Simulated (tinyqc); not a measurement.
Hubbard ring of 4 sites, step by step. Computed by tinyqc, a small Python program that keeps every step. Settings: hopping = 1.46, U = 10.9, mixing = 1, iteration cap = 63. Command: `OMP_NUM_THREADS=1 python tinyqc.py 31676 31677 out.jsonl` (the two numbers bound the seeds that draw the settings). One thread of a shared host (Intel(R) Xeon(R) Processor @ 2.60GHz), about 0.2 s of CPU time with the checks. Later iterations appear only in the table of the cycle.

## Mean-field iteration 1

one-body matrix (hopping and site energies) (eV):
```
          1         2         3         4
1   0.00000  -1.46000   0.00000  -1.46000
2  -1.46000   0.00000  -1.46000   0.00000
3   0.00000  -1.46000   0.00000  -1.46000
4  -1.46000   0.00000  -1.46000   0.00000
```

U = 10.90000 eV

electrons, up and down: 2  2

mixing = 1

n(up) at the start (a guess, not normalised): 1 0.80000, 2 0.20000, 3 0.80000, 4 0.20000

n(down) at the start (a guess): 1 0.20000, 2 0.80000, 3 0.20000, 4 0.80000

H(up) = T + U n(down), H(down) = T + U n(up); fill the lowest levels; n(new) = n + mixing (n(out) - n); E = tr T (rho up + rho down) + U sum n_up n_down of the output.

levels, up (eV): 1.06602  2.18000  8.72000  9.83398

levels, down (eV): 1.06602  2.18000  8.72000  9.83398

energy = -1.29602 eV

n(up) after iteration 1: 1 0.93647, 2 0.06353, 3 0.93647, 4 0.06353

n(down) after iteration 1: 1 0.06353, 2 0.93647, 3 0.06353, 4 0.93647

## Mean-field iteration 2

As before.

levels, up (eV): -0.13219  0.69243  10.20757  11.03219

levels, down (eV): -0.13219  0.69243  10.20757  11.03219

energy = -1.50413 eV

n(up) after iteration 2: 1 0.96307, 2 0.03693, 3 0.96307, 4 0.03693

n(down) after iteration 2: 1 0.03693, 2 0.96307, 3 0.03693, 4 0.96307

## Convergence

Each step fills the lowest levels of T + U n(other spin) and sets n(new) = n + mixing (n(out) - n); stop when output and input agree to 1e-8.

Course of the cycle:
```
iteration      E (eV)  largest |n(out) - n(in)|  mean |n_up - n_down|
1          -1.2960246                  1.36e-01               0.87295
2          -1.5041339                  2.66e-02               0.92614
3          -1.5085608                  3.33e-03               0.93280
4          -1.5086236                  3.87e-04               0.93357
5          -1.5086245                  4.46e-05               0.93366
6          -1.5086245                  5.13e-06               0.93367
7          -1.5086245                  5.90e-07               0.93367
8          -1.5086245                  6.79e-08               0.93367
9          -1.5086245                  7.81e-09               0.93367
```

local moments n_up - n_down: 1 0.93367, 2 -0.93367, 3 0.93367, 4 -0.93367

Converged in 9 iterations. Before convergence this energy mixes input and output and is not variational, so it may rise towards its limit.

## Exact diagonalisation (36 states)

Lowest levels of the sector, and the double occupancy of the lowest state.

lowest levels (eV): -2.03394  -1.54049  -0.80630  -0.73295  -0.73295  0.00000

double occupancy per site = 0.03577

The mean-field solution above lies 0.5253 eV above the exact energy.

## The lowest level by Lanczos steps

From a random start vector (not printed): a_j = <q_j|H|q_j>, b_j = norm of the remainder after orthogonalising; the Ritz value is the lowest eigenvalue of the tridiagonal matrix of a and b so far.

Lanczos:
```
j   a_j (eV)  b_j (eV)  lowest Ritz value (eV)
1    9.78475   6.63409               9.7847473
2    8.87911   9.45689               2.6824067
3   13.09487   4.04325              -1.3023121
4   10.39059   4.99945              -1.6501506
5    6.82257   7.46427              -1.7638815
6   13.23428   6.49263              -1.8970245
7   15.10352   3.70973              -1.9611461
8    6.06741   6.93199              -1.9718763
9    7.52317   4.75391              -2.0002934
10  17.52580   6.20717              -2.0211343
```
